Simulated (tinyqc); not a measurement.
From results back to parameters: Kane-Mele model of a buckled honeycomb layer in a normal field. Four cases, with inputs chosen for the exercise.

Problem. The gaps of the two spins at a valley are 2|D - lam| and 2 (D + lam), where 2 lam is the gap at zero field and D = e b Ez > 0. The layer is known to be a quantum spin Hall insulator. The gaps come from hidden lam and Ez.

Case 1.

Values chosen (out of a larger set: of the size used for silicene; not measured data): b = 0.25 angstrom (half the buckling height).

gaps (meV): 3.7000  9.1000

Case 2.

Values chosen (out of a larger set: of the size used for germanene; not measured data): b = 0.31 angstrom (half the buckling height).

gaps (meV): 43.4800  100.5200

Case 3.

Values chosen: b = 0.3 angstrom (half the buckling height).

gaps (meV): 178.0000  502.0000

Case 4.

Values chosen (out of a larger set: of the size used for stanene; not measured data): b = 0.41 angstrom (half the buckling height).

gaps (meV): 59.8000  240.2000

Find: lam; Ez.

Solution. A quarter of the sum is the larger of D and lam, a quarter of the difference the smaller; the gaps alone cannot say which is which. Here lam > D.

Case 1.

lam = 3.20 meV
Ez = 0.00540 V/angstrom

Case 2.

lam = 36.00 meV
Ez = 0.0460 V/angstrom

Case 3.

lam = 170.00 meV
Ez = 0.270 V/angstrom

Case 4.

lam = 75.00 meV
Ez = 0.110 V/angstrom

Computed by tinyqc, one run a case: `OMP_NUM_THREADS=1 python tinyqc.py N N+1 out.jsonl` with N = 1451063, 1451094, 1451117, 1451459; one thread of a shared Intel(R) Xeon(R) Processor @ 2.30GHz, about 0.01 s a run at most.
